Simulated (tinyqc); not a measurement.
Short-channel transistor, virtual-source model with series resistance: one step of the calculation.

The current per gate width is the charge at the top of the source barrier (the virtual source) times its velocity times a saturation function; al and be are fitting constants of the model. Units: I in uA/um, Rs in ohm um, so I Rs = 1e-6 I Rs in volts; Q in uC/cm^2, so I = 1e-4 Q vx0 Fsat with vx0 in cm/s.

Problem. Current through the series resistance. Intrinsic voltages Vg' = Vgs - I Rs, Vd' = Vds - 2 I Rs. n = n0 + nd Vd', VT = VT0 - dl Vd', Ff = 1/(1 + exp((Vg' - VT + al Vt/2)/(al Vt))), Q = Cinv n Vt ln(1 + exp((Vg' - VT + al Vt Ff)/(n Vt))), Vdsat = (vx0 L/mu)(1 - Ff) + Vt Ff, Fsat = u/(1 + u^be)^(1/be) with u = Vd'/Vdsat, and I(out) = Q vx0 Fsat per width. (Fsat takes the sign of u.) Newton step: I(new) = I + (I(out) - I)/(1 - s), s = dI(out)/dI by a central difference with +/- 0.001 uA/um.

Parameters, values chosen for the exercise:
- T = 250 K (temperature)
- Cinv = 3.24 uF/cm^2 (inversion capacitance)
- vx0 = 6.63e6 cm/s (velocity at the virtual source)
- mu = 97 cm^2/(V s) (apparent mobility)
- L = 65 nm (channel length)
- VT0 = 0.37 V (threshold at zero drain voltage)
- dl = 0.139 V/V (drain-induced barrier lowering)
- n0 = 1.19 (subthreshold factor)
- nd = 0 1/V (growth of n with drain voltage)
- al = 3.5 (threshold shift (in units of Vt) from weak to strong inversion)
- be = 1.6 (sharpness of saturation)
- Rs = 200 ohm um (series resistance of each contact)
- Vgs = 1 V (gate voltage)
- Vds = 1 V (drain voltage)

Constants: q = 1.602176634e-19 C, kB = 1.380649e-23 J/K, Vt = kB T/q. Results are converted to the units shown.

I after iteration 1 = 891.18796 uA/um

Wanted: Vg'; Vd'; VT; Ff; Q; Vdsat; Fsat; I(out); s; I after iteration 2.

Solution.

Vg' = 0.8218 V
Vd' = 0.6435 V
VT = 0.2806 V
Ff = 4.628e-4
Q = 1.754 uC/cm^2
Vdsat = 0.4441 V
Fsat = 0.7597
I(out) = 883.2 uA/um
s = -0.6118
I after iteration 2 = 886.3 uA/um

Numbers from tinyqc (`OMP_NUM_THREADS=1 python tinyqc.py 2380067 2380068 out.jsonl`; about 0.01 s on one thread of a shared Intel Xeon 2.30GHz).
